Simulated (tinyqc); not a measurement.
## Thickness from two neighbouring fringes

Question. At normal incidence a transparent film with an index between those of air and substrate, taken as constant, has reflectance minima at 2 n1 d = (m + 1/2) lam (small phase shifts at the substrate neglected). Find d and the order m of the shorter wavelength.

Parameters, values chosen for the exercise:
- n1 = 1.648 (index of the transparent film)

wavelengths of two neighbouring reflectance minima (nm): [522, 671.14286]

Answer. Neighbouring orders differ by one: 2 n1 d (1/lam1 - 1/lam2) = 1.

d = 712.7 nm
m = 4

Program tinyqc, `OMP_NUM_THREADS=1 python tinyqc.py 2870162 2870163 out.jsonl`; Intel Xeon 2.30GHz, shared host, one thread, about 0.01 s.
